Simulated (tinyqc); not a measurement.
Hueckel theory of the pi electrons with the omega technique, for the molecule c1ccc2cc3ccccc3cc2c1 (SMILES; centres numbered as the heavy atoms are written), step by step. Computed by tinyqc, a small Python program that keeps every step. Settings: charge = 0, omega = 0.6, damping = 0.3. Command: `OMP_NUM_THREADS=1 python tinyqc.py 27808 27809 out.jsonl` (the two numbers bound the seeds that draw the settings). One thread of a shared host (Intel(R) Xeon(R) Processor @ 2.60GHz), about 0.04 s of CPU time with the checks.

## The Hueckel matrix

Centres:
```
centre  z_r, pi electrons of the neutral centre        h
1C                                            1  0.00000
2C                                            1  0.00000
3C                                            1  0.00000
4C                                            1  0.00000
5C                                            1  0.00000
6C                                            1  0.00000
7C                                            1  0.00000
8C                                            1  0.00000
9C                                            1  0.00000
10C                                           1  0.00000
11C                                           1  0.00000
12C                                           1  0.00000
13C                                           1  0.00000
14C                                           1  0.00000
```

Bonds:
```
i    j  k
1    2  1
2    3  1
3    4  1
4    5  1
5    6  1
6    7  1
7    8  1
8    9  1
9   10  1
10  11  1
11  12  1
12  13  1
13  14  1
14   1  1
13   4  1
11   6  1
```

H_rr = alpha + h_r beta, H_rs = k_rs beta for bonded centres.

Hueckel matrix in units of beta (H = alpha + beta A):
```
          1C       2C       3C       4C       5C       6C       7C       8C
1C   0.00000  1.00000  0.00000  0.00000  0.00000  0.00000  0.00000  0.00000
2C   1.00000  0.00000  1.00000  0.00000  0.00000  0.00000  0.00000  0.00000
3C   0.00000  1.00000  0.00000  1.00000  0.00000  0.00000  0.00000  0.00000
4C   0.00000  0.00000  1.00000  0.00000  1.00000  0.00000  0.00000  0.00000
5C   0.00000  0.00000  0.00000  1.00000  0.00000  1.00000  0.00000  0.00000
6C   0.00000  0.00000  0.00000  0.00000  1.00000  0.00000  1.00000  0.00000
7C   0.00000  0.00000  0.00000  0.00000  0.00000  1.00000  0.00000  1.00000
8C   0.00000  0.00000  0.00000  0.00000  0.00000  0.00000  1.00000  0.00000
9C   0.00000  0.00000  0.00000  0.00000  0.00000  0.00000  0.00000  1.00000
10C  0.00000  0.00000  0.00000  0.00000  0.00000  0.00000  0.00000  0.00000
11C  0.00000  0.00000  0.00000  0.00000  0.00000  1.00000  0.00000  0.00000
12C  0.00000  0.00000  0.00000  0.00000  0.00000  0.00000  0.00000  0.00000
13C  0.00000  0.00000  0.00000  1.00000  0.00000  0.00000  0.00000  0.00000
14C  1.00000  0.00000  0.00000  0.00000  0.00000  0.00000  0.00000  0.00000

          9C      10C      11C      12C      13C      14C
1C   0.00000  0.00000  0.00000  0.00000  0.00000  1.00000
2C   0.00000  0.00000  0.00000  0.00000  0.00000  0.00000
3C   0.00000  0.00000  0.00000  0.00000  0.00000  0.00000
4C   0.00000  0.00000  0.00000  0.00000  1.00000  0.00000
5C   0.00000  0.00000  0.00000  0.00000  0.00000  0.00000
6C   0.00000  0.00000  1.00000  0.00000  0.00000  0.00000
7C   0.00000  0.00000  0.00000  0.00000  0.00000  0.00000
8C   1.00000  0.00000  0.00000  0.00000  0.00000  0.00000
9C   0.00000  1.00000  0.00000  0.00000  0.00000  0.00000
10C  1.00000  0.00000  1.00000  0.00000  0.00000  0.00000
11C  0.00000  1.00000  0.00000  1.00000  0.00000  0.00000
12C  0.00000  0.00000  1.00000  0.00000  1.00000  0.00000
13C  0.00000  0.00000  0.00000  1.00000  0.00000  1.00000
14C  0.00000  0.00000  0.00000  0.00000  1.00000  0.00000
```

## Orbitals, round 1

pi electrons, sum of z_r less the charge = 14

Diagonalise; E = alpha + x beta with beta < 0, so the largest x are filled first; degenerate levels share their electrons. P = sum n_i c_ri c_si; each orbital has its largest coefficient positive (the first on a tie).

x values: 2.41421  2.00000  1.41421  1.41421  1.00000  1.00000  0.41421  -0.41421  -1.00000  -1.00000  -1.41421  -1.41421  -2.00000  -2.41421

occupations: 2.00000  2.00000  2.00000  2.00000  2.00000  2.00000  2.00000  0.00000  0.00000  0.00000  0.00000  0.00000  0.00000  0.00000

coefficients:
```
         MO1       MO2       MO3       MO4       MO5       MO6       MO7       MO8
1C   0.15195   0.28868   0.42235   0.01387   0.40794   0.01595   0.21987   0.21987
2C   0.15195   0.28868   0.36571  -0.21172   0.19015   0.36126  -0.21987   0.21987
3C   0.21488   0.28868   0.09485  -0.31328  -0.21778   0.34531  -0.31094  -0.31094
4C   0.36683   0.28868  -0.23158  -0.23133  -0.40794  -0.01595   0.09107  -0.09107
5C   0.30389   0.00000  -0.32750  -0.32715   0.00000   0.00000   0.43973   0.43973
6C   0.36683  -0.28868  -0.23158  -0.23133   0.40794   0.01595   0.09107  -0.09107
7C   0.21488  -0.28868   0.09485  -0.31328   0.21778  -0.34531  -0.31094  -0.31094
8C   0.15195  -0.28868   0.36571  -0.21172  -0.19015  -0.36126  -0.21987   0.21987
9C   0.15195  -0.28868   0.42235   0.01387  -0.40794  -0.01595   0.21987   0.21987
10C  0.21488  -0.28868   0.23158   0.23133  -0.21778   0.34531   0.31094  -0.31094
11C  0.36683  -0.28868  -0.09485   0.31328   0.19015   0.36126  -0.09107  -0.09107
12C  0.30389   0.00000  -0.13413   0.44305   0.00000   0.00000  -0.43973   0.43973
13C  0.36683   0.28868  -0.09485   0.31328  -0.19015  -0.36126  -0.09107  -0.09107
14C  0.21488   0.28868   0.23158   0.23133   0.21778  -0.34531   0.31094  -0.31094

          MO9      MO10      MO11      MO12      MO13      MO14
1C    0.00000   0.40825   0.00000   0.42258   0.28868  -0.15195
2C    0.35355  -0.20412  -0.22361  -0.35857  -0.28868   0.15195
3C   -0.35355  -0.20412   0.31623   0.08452   0.28868  -0.21488
4C    0.00000   0.40825  -0.22361   0.23905  -0.28868   0.36683
5C    0.00000   0.00000   0.31623  -0.33806   0.00000  -0.30389
6C    0.00000  -0.40825  -0.22361   0.23905   0.28868   0.36683
7C    0.35355   0.20412   0.31623   0.08452  -0.28868  -0.21488
8C   -0.35355   0.20412  -0.22361  -0.35857   0.28868   0.15195
9C    0.00000  -0.40825   0.00000   0.42258  -0.28868  -0.15195
10C   0.35355   0.20412   0.22361  -0.23905   0.28868   0.21488
11C  -0.35355   0.20412  -0.31623  -0.08452  -0.28868  -0.36683
12C   0.00000   0.00000   0.44721   0.11952   0.00000   0.30389
13C   0.35355  -0.20412  -0.31623  -0.08452   0.28868  -0.36683
14C  -0.35355  -0.20412   0.22361  -0.23905  -0.28868   0.21488
```

charge and bond-order matrix P:
```
           1C        2C        3C        4C        5C        6C        7C        8C
1C    1.00000   0.58587   0.00000  -0.21717   0.00000   0.11616   0.00000  -0.08080
2C    0.58587   1.00000   0.73739   0.00000  -0.20203   0.00000   0.07073   0.00000
3C    0.00000   0.73739   1.00000   0.53536   0.00000  -0.13130   0.00000   0.07073
4C   -0.21717   0.00000   0.53536   1.00000   0.60609   0.00000  -0.13130   0.00000
5C    0.00000  -0.20203   0.00000   0.60609   1.00000   0.60609   0.00000  -0.20203
6C    0.11616   0.00000  -0.13130   0.00000   0.60609   1.00000   0.53536   0.00000
7C    0.00000   0.07073   0.00000  -0.13130   0.00000   0.53536   1.00000   0.73739
8C   -0.08080   0.00000   0.07073   0.00000  -0.20203   0.00000   0.73739   1.00000
9C    0.00000  -0.08080   0.00000   0.11616   0.00000  -0.21717   0.00000   0.58587
10C   0.07073   0.00000  -0.03536   0.00000   0.10102   0.00000  -0.36870   0.00000
11C   0.00000   0.11616   0.00000  -0.18181   0.00000   0.48486   0.00000  -0.21717
12C  -0.20203   0.00000   0.10102   0.00000  -0.40406   0.00000   0.10102   0.00000
13C   0.00000  -0.21717   0.00000   0.48486   0.00000  -0.18181   0.00000   0.11616
14C   0.73739   0.00000  -0.36870   0.00000   0.10102   0.00000  -0.03536   0.00000

           9C       10C       11C       12C       13C       14C
1C    0.00000   0.07073   0.00000  -0.20203   0.00000   0.73739
2C   -0.08080   0.00000   0.11616   0.00000  -0.21717   0.00000
3C    0.00000  -0.03536   0.00000   0.10102   0.00000  -0.36870
4C    0.11616   0.00000  -0.18181   0.00000   0.48486   0.00000
5C    0.00000   0.10102   0.00000  -0.40406   0.00000   0.10102
6C   -0.21717   0.00000   0.48486   0.00000  -0.18181   0.00000
7C    0.00000  -0.36870   0.00000   0.10102   0.00000  -0.03536
8C    0.58587   0.00000  -0.21717   0.00000   0.11616   0.00000
9C    1.00000   0.73739   0.00000  -0.20203   0.00000   0.07073
10C   0.73739   1.00000   0.53536   0.00000  -0.13130   0.00000
11C   0.00000   0.53536   1.00000   0.60609   0.00000  -0.13130
12C  -0.20203   0.00000   0.60609   1.00000   0.60609   0.00000
13C   0.00000  -0.13130   0.00000   0.60609   1.00000   0.53536
14C   0.07073   0.00000  -0.13130   0.00000   0.53536   1.00000
```

Within a degenerate level the vectors are fixed only up to a rotation; this is one choice.

## Omega technique, round 1

h_r = h_r(0) + omega q_r, omega = 0.6, with q_r = z_r - P_rr; 0.3 of the old diagonal is kept.

matrix after round 1:
```
          1C       2C       3C       4C       5C       6C       7C       8C
1C   0.00000  1.00000  0.00000  0.00000  0.00000  0.00000  0.00000  0.00000
2C   1.00000  0.00000  1.00000  0.00000  0.00000  0.00000  0.00000  0.00000
3C   0.00000  1.00000  0.00000  1.00000  0.00000  0.00000  0.00000  0.00000
4C   0.00000  0.00000  1.00000  0.00000  1.00000  0.00000  0.00000  0.00000
5C   0.00000  0.00000  0.00000  1.00000  0.00000  1.00000  0.00000  0.00000
6C   0.00000  0.00000  0.00000  0.00000  1.00000  0.00000  1.00000  0.00000
7C   0.00000  0.00000  0.00000  0.00000  0.00000  1.00000  0.00000  1.00000
8C   0.00000  0.00000  0.00000  0.00000  0.00000  0.00000  1.00000  0.00000
9C   0.00000  0.00000  0.00000  0.00000  0.00000  0.00000  0.00000  1.00000
10C  0.00000  0.00000  0.00000  0.00000  0.00000  0.00000  0.00000  0.00000
11C  0.00000  0.00000  0.00000  0.00000  0.00000  1.00000  0.00000  0.00000
12C  0.00000  0.00000  0.00000  0.00000  0.00000  0.00000  0.00000  0.00000
13C  0.00000  0.00000  0.00000  1.00000  0.00000  0.00000  0.00000  0.00000
14C  1.00000  0.00000  0.00000  0.00000  0.00000  0.00000  0.00000  0.00000

          9C      10C      11C      12C      13C      14C
1C   0.00000  0.00000  0.00000  0.00000  0.00000  1.00000
2C   0.00000  0.00000  0.00000  0.00000  0.00000  0.00000
3C   0.00000  0.00000  0.00000  0.00000  0.00000  0.00000
4C   0.00000  0.00000  0.00000  0.00000  1.00000  0.00000
5C   0.00000  0.00000  0.00000  0.00000  0.00000  0.00000
6C   0.00000  0.00000  1.00000  0.00000  0.00000  0.00000
7C   0.00000  0.00000  0.00000  0.00000  0.00000  0.00000
8C   1.00000  0.00000  0.00000  0.00000  0.00000  0.00000
9C   0.00000  1.00000  0.00000  0.00000  0.00000  0.00000
10C  1.00000  0.00000  1.00000  0.00000  0.00000  0.00000
11C  0.00000  1.00000  0.00000  1.00000  0.00000  0.00000
12C  0.00000  0.00000  1.00000  0.00000  1.00000  0.00000
13C  0.00000  0.00000  0.00000  1.00000  0.00000  1.00000
14C  0.00000  0.00000  0.00000  0.00000  1.00000  0.00000
```

## Convergence

Each round sets h_r = h_r(0) + omega (z_r - P_rr), keeping the share named as damping of the old diagonal; repeat until output and input diagonals agree to 1e-6.

Rounds:
```
round   sum n x  largest |h(out) - h(in)|
1      19.31371                  7.33e-16
```

Converged in 1 rounds.

## Energy, charges, bond orders

E = sum n x; q_r = z_r - P_rr; bond order p = P_rs; free valence = sqrt(3) - sum of p over the bonds of the atom.

pi energy = 14 alpha + this times beta = 19.31371

pi charges: 1C 0.00000, 2C 0.00000, 3C 0.00000, 4C 0.00000, 5C 0.00000, 6C 0.00000, 7C 0.00000, 8C 0.00000, 9C 0.00000, 10C 0.00000, 11C 0.00000, 12C 0.00000, 13C 0.00000, 14C 0.00000

Bond orders and lengths from R = 1.517 - 0.180 p (angstrom, C-C alone):
```
bond         p        R
1-2    0.58587  1.41154
2-3    0.73739  1.38427
3-4    0.53536  1.42063
4-5    0.60609  1.40790
5-6    0.60609  1.40790
6-7    0.53536  1.42063
7-8    0.73739  1.38427
8-9    0.58587  1.41154
9-10   0.73739  1.38427
10-11  0.53536  1.42063
11-12  0.60609  1.40790
12-13  0.60609  1.40790
13-14  0.53536  1.42063
14-1   0.73739  1.38427
13-4   0.48486  1.42973
11-6   0.48486  1.42973
```

free valence of the carbons: 1C 0.40878, 2C 0.40878, 3C 0.45929, 4C 0.10574, 5C 0.51987, 6C 0.10574, 7C 0.45929, 8C 0.40878, 9C 0.40878, 10C 0.45929, 11C 0.10574, 12C 0.51987, 13C 0.10574, 14C 0.45929

gap between the highest filled and the next level = 0.82843 |beta|
